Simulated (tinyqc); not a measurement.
Thresholds of impact ionisation and Auger recombination from band masses, step by step. Values are carried at full precision from step to step, so a last printed digit may differ when a step is redone from the rounded ones.

Parabolic bands, no phonon. At threshold the three slow carriers share one velocity. With M their total mass and m4 the mass of the fast carrier, the fast carrier has the kinetic energy E_T = G M/(M - m4) and the slow ones together E_a = G m4/(M - m4), the activation energy of the Auger rate. CCCH (fast electron): G = Eg, M = 2 me + mh, m4 = me. CHHS (hole into the split-off band): G = Eg - Dso, M = 2 mh + me, m4 = ms; this form holds for Eg > Dso (below, the process needs about Dso - Eg and is marked by a dash). CHHL (hole into the light band): G = Eg, M = 2 mh + me, m4 = ml. CHHH (fast heavy hole): G = Eg, M = 2 mh + me, m4 = mh.

Constants: kB = 8.617333262e-05 eV/K; hbar^2/2m0 = 3.80998211 eV angstrom^2.

Values chosen for the exercise (near those of InAs, gap at low temperature and not tied to T; not measured data): Eg = 0.407 eV (gap at Gamma to the s-like level); Dso = 0.385 eV (spin-orbit splitting); me = 0.0256 m0 (electron mass at Gamma); mh = 0.38 m0 (heavy-hole mass); ms = 0.144 m0 (split-off mass); ml = 0.0271 m0 (light-hole mass); T = 250 K (temperature).

## Thresholds of four processes

Give G, M, m4, E_T, E_a and E_a/kT.

Results:
```
process  G (eV)       M      m4  E_T (eV)  E_a (eV)  E_a/kT
CCCH     0.4070  0.4312  0.0256    0.4327    0.0257    1.19
CHHS     0.0220  0.7856  0.1440    0.0269    0.0049    0.23
CHHL     0.4070  0.7856  0.0271    0.4215    0.0145    0.67
CHHH     0.4070  0.7856  0.3800    0.7883    0.3813   17.70
```

The lowest activation energy is that of CHHS (5 meV), then CHHL (15 meV). CHHS leads because G = Eg - Dso is small. At equal G a light fast carrier takes up the energy with little momentum, so little is asked of the slow ones; CHHH asks 0.94 Eg. For equal masses E_T would be 3/2 Eg; for electrons here it is 1.063 Eg.

## Momenta at the CCCH threshold

At the threshold of the parabolic CCCH process the fast electron has E_T = Eg M/(M - me), M = 2 me + mh, and the slow carriers E_a = E_T - Eg together. It has k4 = sqrt(me E_T/c), c = hbar^2/2m0; the slow carriers share k4 in proportion to their masses. Give the wave vectors and kinetic energies, and check that they add up to E_a.

k4 = 0.05392 1/angstrom

electron, electron, hole (1/angstrom): [0.00320, 0.00320, 0.04752]

their kinetic energies (meV): [1.53, 1.53, 22.64]

sum = 25.69 meV

The hole carries 88 % of the momentum and of the energy of the slow carriers.

## Non-parabolicity raises the threshold

Non-parabolic fast electron: E (1 + alpha E) = c k^2/me with alpha = (1 - me)^2/Eg; the slow carriers stay parabolic, so E_T = Eg + me E_T (1 + alpha E_T)/M, M = 2 me + mh (the root between Eg and 1.9 Eg).

Give alpha, E_T, E_a = E_T - Eg and k4.

alpha = 2.3328 1/eV
E_T = 0.4644 eV
E_a = 0.05745 eV
k4 = 0.08063 1/angstrom

E_a is 2.24 times the parabolic value, since an electron at E_T above the edge has 1 + alpha E_T = 2.08 times the squared momentum, and E_T itself is 1.07 times higher.

## Temperature dependence

For non-degenerate carriers at fixed densities the Auger coefficient goes as exp(-E_a/kT), up to slowly varying powers of T. Give exp(-E_a/kT) for the parabolic and the non-parabolic CCCH value, and the characteristic temperature T0 = kT^2/E_a of each.

Boltzmann factors: [0.3035, 0.06948]

T0 (K): [210, 94]

Non-parabolicity lowers the factor by 4.4 times; direct CCCH stays open at this temperature.

## Checks

- Largest energy that an electron at k4 can give to a pair, by numerical search, against Eg (eV): both 0.4070.

Program tinyqc; command `OMP_NUM_THREADS=1 python tinyqc.py 1851114 1851115 out.jsonl`; about 0.01 s on one thread of a shared Intel(R) Xeon(R) Processor @ 2.30GHz.
